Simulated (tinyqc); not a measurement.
Inside a calculation. Model: read current of a NAND string, cells in series solved by shooting.

Program tinyqc, `OMP_NUM_THREADS=1 python tinyqc.py 2142255 2142256 out.jsonl`; Intel Xeon 2.30GHz, shared host, one thread, about 0.4 s. Printed values are rounded.

Cells in series, numbered from 0 at the source line (0 V) to the bit line, each followed by a gap resistance Rg. A cell with gate Vg, threshold VT, source Vs and drain Vd passes I = 2 nf K Vt^2 [F(Vs) - F(Vd)]/(1 + th max(Vg - VT, 0)), F(V) = ln^2(1 + exp((Vg - VT - nf V)/(2 nf Vt))). The selected cell has Vg = Vr, the others Vg = Vp.

Parameters, values chosen for the exercise; values of the order met in vertical NAND strings:
```
symbol,value,unit,meaning
T,300,K,temperature
K,26,uA/V^2,gain factor of a cell
nf,2.1,,slope factor
th,0.18,1/V,mobility reduction factor
Rg,11,kohm,resistance of the gap between cells
Vbl,0.3,V,bit-line voltage
Vp,6.4,V,pass voltage
Vr,0.88,V,read voltage on the selected word line
```

Constants: q = 1.602176634e-19 C, kB = 1.380649e-23 J/K, Vt = kB T/q. Results are converted to the units shown.

## Step 1: node voltages for a trial current

first trial current = 0.56 uA
thresholds from the source end, cell 0 to 4 (V): 4.3  4.3  0.4  -2.2  4.3

For a trial current I start at 0 V and, cell by cell (the selected one is cell 2), solve for the drain: sqrt(F(Vd)) = sqrt(F(Vs) - I/k), k = 2 nf K Vt^2/(1 + th max(Vg - VT, 0)), Vd = [Vg - VT - 2 nf Vt ln(exp(sqrt F) - 1)]/nf, then add I Rg.

node voltage after each cell and gap, trial 1, cell 0 to 4 (V): 0.0203946  0.0410901  0.124919  0.137667  0.160375

## Step 2: node voltages for a trial current

second trial current = 0.66 uA

As before.

node voltage after each cell and gap, trial 2, cell 0 to 4 (V): 0.0240582  0.0485379  0.165756  0.180862  0.208716

## Course of the secant iteration

Secant steps on the end voltage less Vbl, from the two trials; a trial above the saturation current of a cell has no solution and is moved halfway to the previous trial. Stop below 1e-9 V.

Course of the iteration:
```
iteration    I (uA)  end voltage - Vbl (V)  halvings
1          0.754417                 0.0204         1
2          0.737191                -0.0221         0
3          0.746161               -4.94e-3         0
4          0.748739                1.46e-3         0
5          0.748151               -8.44e-5         0
6          0.748183               -1.40e-6         0
7          0.748183                1.36e-9         0
8          0.748183              -2.06e-14         0
```

Converged in 8 iterations to I = 0.74818 uA. The selected cell takes 61.6 % of the bit-line voltage and the gaps together 13.7 %.
